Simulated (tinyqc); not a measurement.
# Changing the bond stretching alpha

Model: Keating valence-force model of a tetrahedral crystal. Computed by tinyqc, a small Python program. Command: `OMP_NUM_THREADS=1 python tinyqc.py 3015532 3015533 out.jsonl keating sweep`. One thread of a shared host (Intel(R) Xeon(R) Processor @ 2.30GHz), about 0.06 s of CPU time with the checks.

Atom A sits at 0 and atom B at a/4 (1,1,1) of an fcc lattice; the four bonds from A are t = a/4 (1,1,1), a/4 (1,-1,-1), a/4 (-1,1,-1), a/4 (-1,-1,1), of length d = sqrt(3) a/4. Energy: E = (3 alpha/(8 d^2)) sum over bonds (r.r - d^2)^2 + (3 beta/(8 d^2)) sum over pairs of bonds at one atom (r_i.r_j + d^2/3)^2, with beta_A for the six pairs at A and beta_B for the six at B. The cell holds two atoms, Omega = a^3/4. 1 N/m = 1 J/m^2. With constants fitted to the elastic moduli this model puts optical and zone-boundary frequencies of real crystals too high, by up to about 20 % in elemental crystals and up to about 50 % in compounds, and mostly by more for TA modes; in compounds the lattice part of the static dielectric constant then comes out too low.

Inputs (values chosen for the exercise, modelled on gallium arsenide):
```
quantity,value,unit
lattice constant a,5.653,angstrom
mass M_A,69.72,u
mass M_B,74.92,u
bond bending beta_A,9.19,N/m
bond bending beta_B,7.38,N/m
```

Structure: zinc blende.

Constants: nu for 1 eV/(angstrom^2 u) = 15.6333042 THz; 1 eV/angstrom^2 = 16.02176634 J/m^2; 1 THz = 33.35640952 1/cm.

Method:
- beta = (beta_A + beta_B)/2; C11 = (alpha + 3 beta)/a, C12 = (alpha - beta)/a, C44 = 4 alpha beta/(a (alpha + beta)); with the two sublattices clamped C44(0) = (alpha + beta)/a; internal-strain parameter zeta = (alpha - beta)/(alpha + beta); B = (C11 + 2 C12)/3.
- beta = (beta_A + beta_B)/2; mu = M_A M_B/(M_A + M_B); lambda = 4 (alpha + beta)/mu with the springs in eV/angstrom^2; nu = 15.6333042 THz x sqrt(lambda).
- With displacements u exp(i q.r), each bracket changes by g.u, where g = (g_A, g_B): bond t, g = (-2 t, 2 t exp(i q.t)); pair (i, j) at A, g = (-(t_i + t_j), t_i exp(i q.t_j) + t_j exp(i q.t_i)); pair at B, g = (-t_i exp(-i q.t_j) - t_j exp(-i q.t_i), t_i + t_j). Then D_mn = sum over the 4 bonds and 12 pairs of (4 k/a^2) conj(g_m) g_n / sqrt(M_m M_n), with k = alpha or beta converted to eV/angstrom^2. Only the short-range forces enter; the Coulomb field of the charges is left out.
- An eigenvalue lambda of D in eV/(angstrom^2 u) gives nu = 15.6333042 THz x sqrt(lambda).
- Take the lowest frequency at X = (1, 0, 0) 2 pi/a, the transverse acoustic (TA) mode.

One run for each value:
```
bond stretching alpha (N/m),nu_TO at G (THz),bulk modulus B (GPa),C44 (GPa),TA frequency at X (THz),internal-strain parameter zeta
20.2,6.937,40.62,41.573,3.7373,0.41829
24.7,7.465,48.58,43.899,3.7378,0.49765
30.1,8.053,58.13,45.970,3.7381,0.56832
36.7,8.718,69.81,47.827,3.7383,0.63165
44.7,9.462,83.96,49.457,3.7385,0.68727
54.5,10.300,101.29,50.888,3.7386,0.73608
66.4,11.233,122.35,52.120,3.7387,0.77813
81.0,12.282,148.17,53.184,3.7387,0.81441
```

Over the rows, nu_TO at G (THz) rises from 6.94 to 12.3 (exponent d ln y / d ln x 0.36 between the first rows and 0.45 between the last); bulk modulus B (GPa) rises from 40.6 to 148 (exponent d ln y / d ln x 0.89 between the first rows and 0.96 between the last); C44 (GPa) rises from 41.6 to 53.2 (exponent d ln y / d ln x 0.27 between the first rows and 0.10 between the last); TA frequency at X (THz) rises from 3.7373 to 3.7387; internal-strain parameter zeta rises from 0.418 to 0.814 (exponent d ln y / d ln x 0.86 between the first rows and 0.23 between the last). At the high end the exponent of nu_TO at G is 0.45, close to 0.50: the optical mode mostly stretches bonds. B = (alpha + beta/3)/a and the optical mode follow the bond stretching; C44 needs the angles to bend and saturates towards 4 beta/a, and zeta tends to 1 as bonds become rigid.

Extremes, crossings and ranges named in words are read from the listed rows.
